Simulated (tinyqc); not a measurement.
From temperature at which regrowth ends back to regrowth energy E_a: implant damage, amorphisation by cascade overlap, and solid-phase epitaxial regrowth. Computed by tinyqc, a small Python program. Command: `OMP_NUM_THREADS=1 python tinyqc.py 3111431 3111432 out.jsonl sper inv`. One thread of a shared host (Intel(R) Xeon(R) Processor @ 2.30GHz), about 0.03 s of CPU time with the checks.

Range and width of the damage are inputs. Dynamic annealing enters only through the surviving share f.

Inputs (values chosen for the exercise, modelled on antimony ions in silicon): atomic density N = 49.9 1/nm^3; ion Z1 = 51; ion mass M1 = 121.8 u; target Z2 = 14; target mass M2 = 28.09 u; ion energy E = 26 keV; displacement energy E_d = 16 eV; depth of the damage peak R_d = 10 nm; width of the damage profile s_d = 6.8 nm; share of defects that survive f = 0.4; critical displaced share x_c = 0.086; dose Q = 2e+15 1/cm^2; regrowth prefactor v0 = 3.8e+15 nm/s; anneal temperature = 702 C; rate relative to (100) = 0.33; peak enhancement by the dopant = 10; ramp rate = 2.6 K/s.

Constants: a_0 = 0.529177210903 angstrom; e^2/(4 pi eps_0) = 14.39964548 eV angstrom; k_B = 8.617333262e-05 eV/K.

Method:
- Robinson partition: eps = E a M2/(Z1 Z2 (e^2/(4 pi eps_0)) (M1 + M2)), a = 0.8853 a_0/sqrt(Z1^(2/3) + Z2^(2/3)); k = 0.0793 Z1^(2/3) Z2^(1/2) (M1 + M2)^(3/2)/((Z1^(2/3) + Z2^(2/3))^(3/4) M1^(3/2) M2^(1/2)); damage energy T_d = E/(1 + k (eps + 0.40244 eps^(3/4) + 3.4008 eps^(1/6))); displacements nu = 0.8 T_d/(2 E_d).
- Displaced share x(z) = f nu Q exp(-(z - R_d)^2/(2 s_d^2))/(sqrt(2 pi) s_d N); the layer is amorphous where x > x_c, between R_d -/+ s_d sqrt(2 ln(x_max/x_c)), the upper edge being cut at the surface. Threshold dose Q_c = Q x_c/x_max.
- v = v0 x orientation factor x exp(-E_a/(k_B T)) x [1 + (enhancement - 1) exp(-(z - R_d)^2/(2 s_d^2))], T = anneal temperature + 273.15 K; the dopant is taken to follow the damage profile; the lower front moves from the lower edge z2 to the surface, or to the middle (z1 + z2)/2 of a buried layer with upper edge z1; time = int dz/v; the equivalent undoped distance is that time times the undoped velocity.
- On a linear ramp from 200 C regrowth ends at the T_f where int v_undoped dT/(ramp rate) equals the equivalent undoped distance.

Problem. A run gave the result below. Find the regrowth energy E_a, known to lie between 1.9 and 2.7 eV.

temperature at which regrowth ends = 559.0623 C

Solution.

Each step takes the trial c = (a f_b - b f_a)/(f_b - f_a), f being the result less the target and a, b, c the logarithms of the listed values; c replaces end b, the old b replaces a if the sign of f changed, and otherwise f_a is halved.

Scan of the range:
```
regrowth energy E_a (eV)  temperature at which regrowth ends (C)
1.90                                                     364.081
2.01                                                     399.937
2.14                                                     442.245
2.26                                                     481.238
2.40                                                     526.661
2.55                                                     575.250
2.70                                                     623.764
```

False position (Illinois rule, in the logarithm of the input) inside the bracket:
```
step    end a    end b    trial  temperature at which regrowth ends (C)
1     2.40000  2.55000  2.49901                                 558.743
2     2.55000  2.49901  2.49999                                 559.059
3     2.55000  2.49999  2.50001                                 559.065
4     2.49999  2.50001  2.50000                                 559.062
```

Temperature at which regrowth ends rises at every point of a 13-point scan of the range (every second point is shown), so one value fits; it is bracketed by 2.40 and 2.55. Answer: regrowth energy E_a = 2.500 eV.
